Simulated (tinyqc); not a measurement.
CISD on RHF in the 6-311g basis, for H2, spin multiplicity 1, step by step (part 1 of 2). Computed by tinyqc, a small Python program that keeps every step (integrals from PySCF). Settings: charge = 0, multiplicity = 1, basis = 6-311g, method = RHF, energy threshold = 1e-10, iteration cap = 83, orthogonalisation = symmetric, start = core, DIIS depth = 6, ci = CISD, davidson = 1. Command: `OMP_NUM_THREADS=1 python tinyqc.py 28090 28091 out.jsonl` (the two numbers bound the seeds that draw the settings). One thread of a shared host (Intel(R) Xeon(R) Processor @ 2.60GHz), about 0.1 s of CPU time with the checks. The early iterations of the SCF are left out here.

## One-electron integrals

Geometry (angstrom):
```
atom         x         y         z
H     0.000000  0.000000  0.000000
H     0.000000  0.000000  0.673000
```

Basis 6-311g: exponents (1/bohr^2) and contraction coefficients of normalised primitives:
```
element  l (shell)   exponent  coefficient
H            s (1)  33.865000     0.025494
H            s (1)   5.094790     0.190373
H            s (1)   1.158790     0.852161
H            s (2)   0.325840     1.000000
H            s (3)   0.102741     1.000000
```

Overlap, kinetic and nuclear-attraction integrals over the contracted functions; the nuclear repulsion is the sum of Za Zb / Rab.

nuclear repulsion = 0.78629600 hartree

overlap S, order 1H 1s, 1H 2s, 1H 3s, 2H 1s, 2H 2s, 2H 3s:
$$\begin{pmatrix}
1.000000 & 0.706377 & 0.373664 & 0.334863 & 0.464669 & 0.320511 \\
0.706377 & 1.000000 & 0.788963 & 0.464669 & 0.768348 & 0.695325 \\
0.373664 & 0.788963 & 1.000000 & 0.320511 & 0.695325 & 0.920270 \\
0.334863 & 0.464669 & 0.320511 & 1.000000 & 0.706377 & 0.373664 \\
0.464669 & 0.768348 & 0.695325 & 0.706377 & 1.000000 & 0.788963 \\
0.320511 & 0.695325 & 0.920270 & 0.373664 & 0.788963 & 1.000000
\end{pmatrix}$$

kinetic energy T (hartree), order 1H 1s, 1H 2s, 1H 3s, 2H 1s, 2H 2s, 2H 3s:
$$\begin{pmatrix}
2.304348 & 0.549119 & 0.106346 & 0.173963 & 0.259749 & 0.081881 \\
0.549119 & 0.488760 & 0.184881 & 0.259749 & 0.309565 & 0.149215 \\
0.106346 & 0.184881 & 0.154112 & 0.081881 & 0.149215 & 0.133968 \\
0.173963 & 0.259749 & 0.081881 & 2.304348 & 0.549119 & 0.106346 \\
0.259749 & 0.309565 & 0.149215 & 0.549119 & 0.488760 & 0.184881 \\
0.081881 & 0.149215 & 0.133968 & 0.106346 & 0.184881 & 0.154112
\end{pmatrix}$$

nuclear attraction V (hartree), order 1H 1s, 1H 2s, 1H 3s, 2H 1s, 2H 2s, 2H 3s:
$$\begin{pmatrix}
-2.893863 & -1.601806 & -0.797047 & -0.923325 & -1.094376 & -0.696576 \\
-1.601806 & -1.581991 & -1.054897 & -1.094376 & -1.285967 & -0.959456 \\
-0.797047 & -1.054897 & -0.971556 & -0.696576 & -0.959456 & -0.915991 \\
-0.923325 & -1.094376 & -0.696576 & -2.893863 & -1.601806 & -0.797047 \\
-1.094376 & -1.285967 & -0.959456 & -1.601806 & -1.581991 & -1.054897 \\
-0.696576 & -0.959456 & -0.915991 & -0.797047 & -1.054897 & -0.971556
\end{pmatrix}$$

core Hamiltonian H = T + V (hartree), order 1H 1s, 1H 2s, 1H 3s, 2H 1s, 2H 2s, 2H 3s:
$$\begin{pmatrix}
-0.589514 & -1.052687 & -0.690700 & -0.749362 & -0.834627 & -0.614695 \\
-1.052687 & -1.093231 & -0.870015 & -0.834627 & -0.976402 & -0.810241 \\
-0.690700 & -0.870015 & -0.817444 & -0.614695 & -0.810241 & -0.782023 \\
-0.749362 & -0.834627 & -0.614695 & -0.589514 & -1.052687 & -0.690700 \\
-0.834627 & -0.976402 & -0.810241 & -1.052687 & -1.093231 & -0.870015 \\
-0.614695 & -0.810241 & -0.782023 & -0.690700 & -0.870015 & -0.817444
\end{pmatrix}$$

## Two-electron integrals

Functions are numbered as in S; the eight-fold symmetry (ij|kl) = (ji|kl) = (kl|ij) leaves the list below.

Two-electron integrals (ij|kl) in chemists' order, unique and non-zero (hartree):
```
(11|11) 1.393035   (21|11) 0.822971   (21|21) 0.509703   (22|11) 0.822904
(22|21) 0.543028   (22|22) 0.644106   (31|11) 0.411256   (31|21) 0.257757
(31|22) 0.279868   (31|31) 0.130794   (32|11) 0.543681   (32|21) 0.365771
(32|22) 0.452669   (32|31) 0.189803   (32|32) 0.325140   (33|11) 0.494021
(33|21) 0.340115   (33|22) 0.445993   (33|31) 0.178035   (33|32) 0.331779
(33|33) 0.361682   (41|11) 0.373221   (41|21) 0.234252   (41|22) 0.253776
(41|31) 0.118853   (41|32) 0.171714   (41|33) 0.160459   (41|41) 0.140985
(42|11) 0.389883   (42|21) 0.258620   (42|22) 0.307156   (42|31) 0.133403
(42|32) 0.215206   (42|33) 0.210469   (42|41) 0.165725   (42|42) 0.219040
(43|11) 0.241653   (43|21) 0.162557   (43|22) 0.198871   (43|31) 0.084264
(43|32) 0.141295   (43|33) 0.141035   (43|41) 0.104916   (43|42) 0.144011
(43|43) 0.096153   (44|11) 0.758713   (44|21) 0.516226   (44|22) 0.636795
(44|31) 0.268258   (44|32) 0.451490   (44|33) 0.447366   (44|41) 0.373221
(44|42) 0.527459   (44|43) 0.351616   (44|44) 1.393035   (51|11) 0.527459
(51|21) 0.328524   (51|22) 0.353092   (51|31) 0.166400   (51|32) 0.238570
(51|33) 0.222702   (51|41) 0.165725   (51|42) 0.188002   (51|43) 0.118731
(51|44) 0.389883   (51|51) 0.219040   (52|11) 0.589585   (52|21) 0.392439
(52|22) 0.473995   (52|31) 0.202859   (52|32) 0.336058   (52|33) 0.335596
(52|41) 0.208451   (52|42) 0.268011   (52|43) 0.176739   (52|44) 0.589585
(52|51) 0.268011   (52|52) 0.380253   (53|11) 0.428761   (53|21) 0.291315
(53|22) 0.369003   (53|31) 0.151714   (53|32) 0.268512   (53|33) 0.280224
(53|41) 0.156679   (53|42) 0.211768   (53|43) 0.142779   (53|44) 0.473664
(53|51) 0.200409   (53|52) 0.303658   (53|53) 0.252541   (54|11) 0.516226
(54|21) 0.349706   (54|22) 0.432701   (54|31) 0.181662   (54|32) 0.308635
(54|33) 0.309467   (54|41) 0.234252   (54|42) 0.328524   (54|43) 0.220520
(54|44) 0.822971   (54|51) 0.258620   (54|52) 0.392439   (54|53) 0.319005
(54|54) 0.509703   (55|11) 0.636795   (55|21) 0.432701   (55|22) 0.546809
(55|31) 0.225310   (55|32) 0.396758   (55|33) 0.411112   (55|41) 0.253776
(55|42) 0.353092   (55|43) 0.239690   (55|44) 0.822904   (55|51) 0.307156
(55|52) 0.473995   (55|53) 0.395771   (55|54) 0.543028   (55|55) 0.644106
(61|11) 0.351616   (61|21) 0.220520   (61|22) 0.239690   (61|31) 0.111920
(61|32) 0.162619   (61|33) 0.152615   (61|41) 0.104916   (61|42) 0.118731
(61|43) 0.075101   (61|44) 0.241653   (61|51) 0.144011   (61|52) 0.176739
(61|53) 0.132451   (61|54) 0.162557   (61|55) 0.198871   (61|61) 0.096153
(62|11) 0.473664   (62|21) 0.319005   (62|22) 0.395771   (62|31) 0.165599
(62|32) 0.284659   (62|33) 0.291148   (62|41) 0.156679   (62|42) 0.200409
(62|43) 0.132451   (62|44) 0.428761   (62|51) 0.211768   (62|52) 0.303658
(62|53) 0.244853   (62|54) 0.291315   (62|55) 0.369003   (62|61) 0.142779
(62|62) 0.252541   (63|11) 0.443149   (63|21) 0.305479   (63|22) 0.401952
(63|31) 0.159984   (63|32) 0.299705   (63|33) 0.328293   (63|41) 0.151435
(63|42) 0.204030   (63|43) 0.138131   (63|44) 0.443149   (63|51) 0.204030
(63|52) 0.315356   (63|53) 0.267730   (63|54) 0.305479   (63|55) 0.401952
(63|61) 0.138131   (63|62) 0.267730   (63|63) 0.306307   (64|11) 0.268258
(64|21) 0.181662   (64|22) 0.225310   (64|31) 0.094384   (64|32) 0.161100
(64|33) 0.162296   (64|41) 0.118853   (64|42) 0.166400   (64|43) 0.111920
(64|44) 0.411256   (64|51) 0.133403   (64|52) 0.202859   (64|53) 0.165599
(64|54) 0.257757   (64|55) 0.279868   (64|61) 0.084264   (64|62) 0.151714
(64|63) 0.159984   (64|64) 0.130794   (65|11) 0.451490   (65|21) 0.308635
(65|22) 0.396758   (65|31) 0.161100   (65|32) 0.291179   (65|33) 0.308523
(65|41) 0.171714   (65|42) 0.238570   (65|43) 0.162619   (65|44) 0.543681
(65|51) 0.215206   (65|52) 0.336058   (65|53) 0.284659   (65|54) 0.365771
(65|55) 0.452669   (65|61) 0.141295   (65|62) 0.268512   (65|63) 0.299705
(65|64) 0.189803   (65|65) 0.325140   (66|11) 0.447366   (66|21) 0.309467
(66|22) 0.411112   (66|31) 0.162296   (66|32) 0.308523   (66|33) 0.342608
(66|41) 0.160459   (66|42) 0.222702   (66|43) 0.152615   (66|44) 0.494021
(66|51) 0.210469   (66|52) 0.335596   (66|53) 0.291148   (66|54) 0.340115
(66|55) 0.445993   (66|61) 0.141035   (66|62) 0.280224   (66|63) 0.328293
(66|64) 0.178035   (66|65) 0.331779   (66|66) 0.361682
```

## Orthogonalisation

S = U s U^T; symmetric (Loewdin) form X = U s^(-1/2) U^T, so that X^T S X = 1.

eigenvalues of S: [0.027366, 0.146418, 0.165333, 0.783821, 0.890190, 3.986872]

X, order 1H 1s, 1H 2s, 1H 3s, 2H 1s, 2H 2s, 2H 3s:
$$\begin{pmatrix}
1.379980 & -0.746653 & 0.217835 & -0.065521 & 0.015079 & -0.038953 \\
-0.746653 & 2.494770 & -1.209499 & 0.015079 & -0.785420 & 0.468983 \\
0.217835 & -1.209499 & 3.029230 & -0.038953 & 0.468983 & -1.878949 \\
-0.065521 & 0.015079 & -0.038953 & 1.379980 & -0.746653 & 0.217835 \\
0.015079 & -0.785420 & 0.468983 & -0.746653 & 2.494770 & -1.209499 \\
-0.038953 & 0.468983 & -1.878949 & 0.217835 & -1.209499 & 3.029230
\end{pmatrix}$$

## Starting guess

The start is the orbitals of the core Hamiltonian; D = 2 C_occ C_occ^T.

D at the start, order 1H 1s, 1H 2s, 1H 3s, 2H 1s, 2H 2s, 2H 3s:
$$\begin{pmatrix}
0.143435 & 0.172793 & 0.007064 & 0.143435 & 0.172793 & 0.007064 \\
0.172793 & 0.208160 & 0.008510 & 0.172793 & 0.208160 & 0.008510 \\
0.007064 & 0.008510 & 0.000348 & 0.007064 & 0.008510 & 0.000348 \\
0.143435 & 0.172793 & 0.007064 & 0.143435 & 0.172793 & 0.007064 \\
0.172793 & 0.208160 & 0.008510 & 0.172793 & 0.208160 & 0.008510 \\
0.007064 & 0.008510 & 0.000348 & 0.007064 & 0.008510 & 0.000348
\end{pmatrix}$$

## Iteration 6 (converged): orbitals

converged F (hartree), order 1H 1s, 1H 2s, 1H 3s, 2H 1s, 2H 2s, 2H 3s:
$$\begin{pmatrix}
0.525876 & -0.492686 & -0.492078 & -0.562740 & -0.562038 & -0.473600 \\
-0.492686 & -0.398585 & -0.396611 & -0.562038 & -0.504052 & -0.414444 \\
-0.492078 & -0.396611 & -0.252973 & -0.473600 & -0.414444 & -0.268072 \\
-0.562740 & -0.562038 & -0.473600 & 0.525876 & -0.492686 & -0.492078 \\
-0.562038 & -0.504052 & -0.414444 & -0.492686 & -0.398585 & -0.396611 \\
-0.473600 & -0.414444 & -0.268072 & -0.492078 & -0.396611 & -0.252973
\end{pmatrix}$$

Diagonalise F' = X^T F X, C = X C', fill 1 alpha and 1 beta electrons from the bottom; D = 2 C_occ C_occ^T. Each column has its largest component positive (the first on a tie).

F' = X^T F X (hartree):
$$\begin{pmatrix}
1.693296 & -1.167732 & 0.014095 & -0.470107 & -0.154390 & -0.155353 \\
-1.167732 & 0.960401 & -0.379058 & -0.154390 & -0.258379 & -0.022551 \\
0.014095 & -0.379058 & 0.205312 & -0.155353 & -0.022551 & -0.127145 \\
-0.470107 & -0.154390 & -0.155353 & 1.693296 & -1.167732 & 0.014095 \\
-0.154390 & -0.258379 & -0.022551 & -1.167732 & 0.960401 & -0.379058 \\
-0.155353 & -0.022551 & -0.127145 & 0.014095 & -0.379058 & 0.205312
\end{pmatrix}$$

orbital energies (hartree): MO1 -0.617351, MO2 0.178568, MO3 0.300809, MO4 0.682259, MO5 2.319920, MO6 2.853812

coefficients C, order 1H 1s, 1H 2s, 1H 3s, 2H 1s, 2H 2s, 2H 3s:
$$\begin{pmatrix}
0.202145 & 0.075163 & -0.052349 & -0.083821 & -1.050665 & -1.164109 \\
0.289277 & -0.074730 & -0.682611 & -1.897878 & 1.205437 & 1.863079 \\
0.117582 & 2.536308 & 0.837275 & 2.340846 & -0.486722 & -1.254718 \\
0.202145 & -0.075163 & -0.052349 & 0.083821 & -1.050665 & 1.164109 \\
0.289277 & 0.074730 & -0.682611 & 1.897878 & 1.205437 & -1.863079 \\
0.117582 & -2.536308 & 0.837275 & -2.340846 & -0.486722 & 1.254718
\end{pmatrix}$$

D after iteration 6, order 1H 1s, 1H 2s, 1H 3s, 2H 1s, 2H 2s, 2H 3s:
$$\begin{pmatrix}
0.081726 & 0.116952 & 0.047537 & 0.081726 & 0.116952 & 0.047537 \\
0.116952 & 0.167363 & 0.068027 & 0.116952 & 0.167363 & 0.068027 \\
0.047537 & 0.068027 & 0.027651 & 0.047537 & 0.068027 & 0.027651 \\
0.081726 & 0.116952 & 0.047537 & 0.081726 & 0.116952 & 0.047537 \\
0.116952 & 0.167363 & 0.068027 & 0.116952 & 0.167363 & 0.068027 \\
0.047537 & 0.068027 & 0.027651 & 0.047537 & 0.068027 & 0.027651
\end{pmatrix}$$

## Convergence

Stop when the energy changes by less than 1e-10 hartree and every element of the error matrix X^T (F D S - S D F) X is below 3e-06.

Course of the cycle:
```
iteration  E (hartree)     change  largest element of the error matrix
1          -1.07326027          -                             1.49e-01
2          -1.12338892  -5.01e-02                             2.06e-02
3          -1.12522678  -1.84e-03                             2.59e-03
4          -1.12524836  -2.16e-05                             6.66e-05
5          -1.12524839  -2.42e-08                             2.99e-07
6          -1.12524839  -2.97e-13                             1.47e-07
```

PySCF RHF in the same basis = -1.12524839 hartree

Converged in 6 iterations.

## Populations, bond orders and dipole

Mulliken: Z minus the diagonal of D S on the atom; Loewdin: the same with S^(1/2) D S^(1/2); Mayer order: 2 sum_s sum (D(s) S)_ij (D(s) S)_ji over the two atoms.

Charges (e):
```
atom  Mulliken  Loewdin
1H           0        0
2H           0        0
```

Mayer bond orders:
```
pair     order
2-1   1.000000
```

dipole moment about the origin, x y z (debye): [0.000000, 0.000000, 0.000000]

## Integrals over molecular orbitals

(pq|rs) = sum C_ip C_jq C_kr C_ls (ij|kl), one index at a time.

one-electron integrals over orbitals h = C^T H C (hartree):
$$\begin{pmatrix}
-1.294193 & 0.000000 & 0.138754 & 0.000000 & 0.112116 & 0.000000 \\
0.000000 & -0.462957 & 0.000000 & 0.205675 & 0.000000 & 0.018024 \\
0.138754 & 0.000000 & -0.378221 & 0.000000 & -0.184658 & 0.000000 \\
0.000000 & 0.205675 & 0.000000 & -0.244434 & 0.000000 & -0.237794 \\
0.112116 & 0.000000 & -0.184658 & 0.000000 & 1.105834 & 0.000000 \\
0.000000 & 0.018024 & 0.000000 & -0.237794 & 0.000000 & 1.517271
\end{pmatrix}$$

Two-electron integrals over orbitals (pq|rs), unique and non-zero (hartree):
```
(11|11) 0.676842    (21|21) 0.038421    (22|11) 0.339974    (22|22) 0.293428
(31|11) -0.138754   (31|22) -0.020839   (31|31) 0.054499    (32|21) 0.024183
(32|32) 0.043399    (33|11) 0.366765    (33|22) 0.271792    (33|31) -0.033934
(33|33) 0.282124    (41|21) -0.057282   (41|32) -0.013430   (41|41) 0.105056
(42|11) -0.131479   (42|22) -0.039898   (42|31) 0.034824    (42|33) -0.043226
(42|42) 0.048719    (43|21) 0.023337    (43|32) 0.017129    (43|41) -0.035762
(43|43) 0.020917    (44|11) 0.515875    (44|22) 0.322727    (44|31) -0.080387
(44|33) 0.316076    (44|42) -0.100582   (44|44) 0.448150    (51|11) -0.112116
(51|22) -0.007235   (51|31) 0.056510    (51|33) -0.025063   (51|42) 0.021315
(51|44) -0.054831   (51|51) 0.100072    (52|21) 0.002787    (52|32) 0.001261
(52|41) -0.001746   (52|43) -0.005216   (52|52) 0.008846    (53|11) 0.120584
(53|22) 0.028040    (53|31) -0.041383   (53|33) 0.036261    (53|42) -0.031926
(53|44) 0.074253    (53|51) -0.049681   (53|53) 0.039052    (54|21) -0.005511
(54|32) -0.021618   (54|41) -0.009076   (54|43) 0.003173    (54|52) -0.012718
(54|54) 0.035278    (55|11) 0.657079    (55|22) 0.328561    (55|31) -0.136490
(55|33) 0.359724    (55|42) -0.122229   (55|44) 0.494418    (55|51) -0.137466
(55|53) 0.127932    (55|55) 0.673344    (61|21) -0.028180   (61|32) 0.011130
(61|41) 0.071130    (61|43) -0.029971   (61|52) 0.018349    (61|54) -0.048300
(61|61) 0.106583    (62|11) -0.023102   (62|22) 0.011996    (62|31) 0.018662
(62|33) 0.001358    (62|42) 0.000194    (62|44) -0.004430   (62|51) 0.031891
(62|53) -0.012134   (62|55) -0.031491   (62|62) 0.017049    (63|21) 0.026489
(63|32) 0.002775    (63|41) -0.051581   (63|43) 0.018004    (63|52) -0.003668
(63|54) 0.017076    (63|61) -0.052396   (63|63) 0.033124    (64|11) 0.154462
(64|22) 0.019422    (64|31) -0.061723   (64|33) 0.040836    (64|42) -0.038115
(64|44) 0.090168    (64|51) -0.080974   (64|53) 0.050979    (64|55) 0.166588
(64|62) -0.030245   (64|64) 0.088777    (65|21) 0.067152    (65|32) 0.014032
(65|41) -0.126880   (65|43) 0.050868    (65|52) -0.015462   (65|54) 0.045834
(65|61) -0.138752   (65|63) 0.083157    (65|65) 0.225184    (66|11) 0.721562
(66|22) 0.348356    (66|31) -0.164297   (66|33) 0.374432    (66|42) -0.143984
(66|44) 0.549488    (66|51) -0.188846   (66|53) 0.154685    (66|55) 0.749044
(66|62) -0.046436   (66|64) 0.214931    (66|66) 0.875876
```

## CISD: determinants and Hamiltonian

Hartree-Fock energy = -1.12524839 hartree

Slater-Condon rules over spin orbitals, with the nuclear repulsion added and E(HF) subtracted on the diagonal. Only determinants linked to the reference directly or through others are kept (one block of an abelian symmetry group), so some states are absent.

Occupation strings over the orbitals (2 doubly, a alpha, b beta, 0 empty; spin orbitals ordered 1a 1b 2a 2b ...): 200000 a0b000 a000b0 b0a000 b000a0 020000 0a0b00 0a000b 002000 00a0b0 0b0a00 000200 000a0b 00b0a0 000020 0b000a 000b0a 000002

H - E(HF) between determinants (hartree):
```
           200000     a0b000     a000b0     b0a000     b000a0     020000     0a0b00     0a000b
200000   0.000000   0.000000   0.000000   0.000000   0.000000   0.038421  -0.057282  -0.028180
a0b000   0.000000   0.605895  -0.064074  -0.054499  -0.056510   0.024183   0.023337   0.026489
a000b0   0.000000  -0.064074   2.380264  -0.056510  -0.100072   0.002787  -0.005511   0.067152
b0a000   0.000000  -0.054499  -0.056510   0.605895  -0.064074  -0.024183   0.013430  -0.011130
b000a0   0.000000  -0.056510  -0.100072  -0.064074   2.380264  -0.002787   0.001746  -0.018349
020000   0.038421   0.024183   0.002787  -0.024183  -0.002787   1.279058   0.165777   0.030019
0a0b00  -0.057282   0.023337  -0.005511   0.013430   0.001746   0.165777   1.526880  -0.218372
0a000b  -0.028180   0.026489   0.067152  -0.011130  -0.018349   0.030019  -0.218372   3.314214
002000   0.054499   0.104820  -0.041383  -0.104820   0.041383   0.043399   0.017129   0.002775
00a0b0   0.056510  -0.041383   0.002264  -0.087053   0.049681   0.001261  -0.021618   0.014032
0b0a00   0.057282   0.013430   0.001746   0.023337  -0.005511  -0.165777  -0.048719  -0.000194
000200   0.105056  -0.035762  -0.009076   0.035762   0.009076   0.048719   0.105093  -0.038115
000a0b   0.071130  -0.051581  -0.126880   0.029971   0.048300   0.000194  -0.038115   0.061692
00b0a0  -0.056510  -0.087053   0.049681  -0.041383   0.002264  -0.001261   0.005216   0.003668
000020   0.100072  -0.049681  -0.025351   0.049681   0.025351   0.008846  -0.012718  -0.015462
0b000a   0.028180  -0.011130  -0.018349   0.026489   0.067152  -0.030019  -0.000194  -0.017049
000b0a  -0.071130   0.029971   0.048300  -0.051581  -0.126880  -0.000194  -0.013594   0.030245
000002   0.106583  -0.052396  -0.138752   0.052396   0.138752   0.017049  -0.030245  -0.028412

           002000     00a0b0     0b0a00     000200     000a0b     00b0a0     000020     0b000a
200000   0.054499   0.056510   0.057282   0.105056   0.071130  -0.056510   0.100072   0.028180
a0b000   0.104820  -0.041383   0.013430  -0.035762  -0.051581  -0.087053  -0.049681  -0.011130
a000b0  -0.041383   0.002264   0.001746  -0.009076  -0.126880   0.049681  -0.025351  -0.018349
b0a000  -0.104820  -0.087053   0.023337   0.035762   0.029971  -0.041383   0.049681   0.026489
b000a0   0.041383   0.049681  -0.005511   0.009076   0.048300   0.002264   0.025351   0.067152
020000   0.043399   0.001261  -0.165777   0.048719   0.000194  -0.001261   0.008846  -0.030019
0a0b00   0.017129  -0.021618  -0.048719   0.105093  -0.038115   0.005216  -0.012718  -0.000194
0a000b   0.002775   0.014032  -0.000194  -0.038115   0.061692   0.003668  -0.015462  -0.017049
002000   1.437225  -0.148397  -0.017129   0.020917   0.018004   0.148397   0.039052  -0.002775
00a0b0  -0.148397   2.998881   0.005216   0.003173   0.050868  -0.039052  -0.056726   0.003668
0b0a00  -0.017129   0.005216   1.526880  -0.105093  -0.013594  -0.021618   0.012718  -0.218372
000200   0.020917   0.003173  -0.105093   1.870827  -0.147626  -0.003173   0.035278   0.038115
000a0b   0.018004   0.050868  -0.013594  -0.147626   3.733870  -0.017076   0.045834   0.030245
00b0a0   0.148397  -0.039052  -0.021618  -0.003173  -0.017076   2.998881   0.056726   0.014032
000020   0.039052  -0.056726   0.012718   0.035278   0.045834   0.056726   4.796556   0.015462
0b000a  -0.002775   0.003668  -0.218372   0.038115   0.030245   0.014032   0.015462   3.314214
000b0a  -0.018004  -0.017076  -0.038115   0.147626  -0.088777   0.050868  -0.045834   0.061692
000002   0.033124   0.083157   0.030245   0.088777  -0.022864  -0.083157   0.225184   0.028412

           000b0a     000002
200000  -0.071130   0.106583
a0b000   0.029971  -0.052396
a000b0   0.048300  -0.138752
b0a000  -0.051581   0.052396
b000a0  -0.126880   0.138752
020000  -0.000194   0.017049
0a0b00  -0.013594  -0.030245
0a000b   0.030245  -0.028412
002000  -0.018004   0.033124
00a0b0  -0.017076   0.083157
0b0a00  -0.038115   0.030245
000200   0.147626   0.088777
000a0b  -0.088777  -0.022864
00b0a0   0.050868  -0.083157
000020  -0.045834   0.225184
0b000a   0.061692   0.028412
000b0a   3.733870   0.022864
000002   0.022864   5.821961
```
